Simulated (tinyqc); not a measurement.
# Worked calculation: resistance of a source-drain extension with a graded tip

Computed by the program tinyqc: `OMP_NUM_THREADS=1 python tinyqc.py 2282104 2282105 out.jsonl`, one thread of a shared Intel Xeon 2.30GHz, about 0.03 s for the whole run. Printed values are rounded.

y runs along the channel, the gate covers y > 0. The doping is N0 for y < y0 and N0 10^(-(y - y0)/la) beyond, uniform over the depth xj. Sheet conductance s(y) = q mu(N) max(N - Nch, 0) xj + (for y > 0) ma Cox Vo, with mu(N) = u0 + (u1 - u0)/(1 + (N/Nr)^au) and Cox = eps0 eox/tox. Current is taken as one-dimensional; depletion of the tip, spreading and the contact are left out. The metallurgical junction lies at yj, where N = Nch.

Inputs (values chosen for the exercise); mobility law close to that of holes in silicon:
- eox = 3.9 (relative permittivity of the gate insulator (close to silicon dioxide))
- tox = 1.4 nm (insulator thickness)
- N0 = 1.1e20 cm^-3 (active doping of the extension far from the gate)
- la = 5.1 nm/decade (lateral abruptness)
- y0 = 4.1 nm (position under the gate where the fall begins (gate edge at 0))
- xj = 27 nm (depth of the extension)
- Nch = 5.2e17 cm^-3 (channel doping)
- Vo = 0.48 V (gate overdrive)
- ma = 68 cm^2/(V s) (mobility of the gate-induced layer)
- u1 = 470.5 cm^2/(V s) (mobility at low doping)
- u0 = 44.9 cm^2/(V s) (mobility at high doping)
- Nr = 2.23e17 cm^-3 (reference doping)
- au = 0.719 (exponent)
- Lg = 50 nm (gate length)

Constants: q = 1.602176634e-19 C, eps0 = 8.8541878128e-14 F/cm where lengths are in cm. Results are converted to the units shown.

## Sheet resistances and junction position

yj = y0 + la log10(N0/Nch); sheet resistance of the full extension 1/[q mu(N0)(N0 - Nch) xj] and of the gate-induced layer 1/(ma Cox Vo); metallurgical length Lg - 2 yj; ye is where the doped and the gate-induced conductances are equal.

yj = 15.95949 nm
sheet resistance of the extension = 424.2379 ohm/square
sheet resistance of the induced layer = 12421.23 ohm/square
metallurgical length = 18.08103 nm
ye = 12.82565 nm
N at ye = 2.140335e18 cm^-3

The gate takes over 3.13 nm before the junction, where N is still 4.12 times the channel doping.

## Resistance of the overlapped part

Midpoint rule on 11 equal steps from 0 to yj: R_ov = sum h/s(y), per width.

```
point     y (nm)    N (cm^-3)  doped conductance (uS)  sheet resistance (ohm/square)
0      0.7254312       1.1e20                2357.168                       410.2269
1       2.176293       1.1e20                2357.168                       410.2269
2       3.627156       1.1e20                2357.168                       410.2269
3       5.078018  7.073338e19                1566.160                       607.2873
4       6.528880  3.674021e19                869.1638                       1052.996
5       7.979743  1.908353e19                494.5330                       1739.008
6       9.430605  9.912335e18                288.4867                       2710.071
7       10.88147  5.148648e18                170.6323                       3981.849
8       12.33233  2.674302e18                98.77536                       5577.783
9       13.78319  1.389081e18                50.74009                       7619.197
10      15.23405  7.215140e17                15.06810                       10462.94
```

R_ov = 50.754 ohm um

The exact integral is 51.008 ohm um; the coarse sum is 0.50 % below it.
